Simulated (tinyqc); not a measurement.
Deal-Grove kinetics of thermal oxidation of silicon: one step, computed by the program tinyqc.

Oxidant diffuses through the oxide and reacts at the interface, so that dx/dt = B/(A + 2x) for the oxide thickness x.

Task: Thickness after the oxidation. tau = (x_i^2 + A x_i)/B and x = (A/2) [sqrt(1 + 4 B (t + tau)/A^2) - 1], the root of x^2 + A x = B (t + tau). Silicon consumed is 0.44 times the oxide grown; the rate is B/(A + 2x).

Inputs (values chosen for the exercise, close to those used for silicon): temperature T = 1075 C; initial oxide x_i = 0.05 um; time t = 0.53 h.

Ambient: dry oxygen. Surface: (100).

length A = 0.07864112 um

parabolic constant B = 0.001847230 um^2/h

Give: tau; oxide thickness x; silicon consumed; final growth rate.

Result:

tau = 3.4820 h

oxide thickness x = 0.055322 um

silicon consumed = 0.0023416 um

final growth rate = 0.0097590 um/h

2x/A = 1.41: reaction and diffusion both resist, diffusion with a share 2x/(A + 2x) = 0.58.
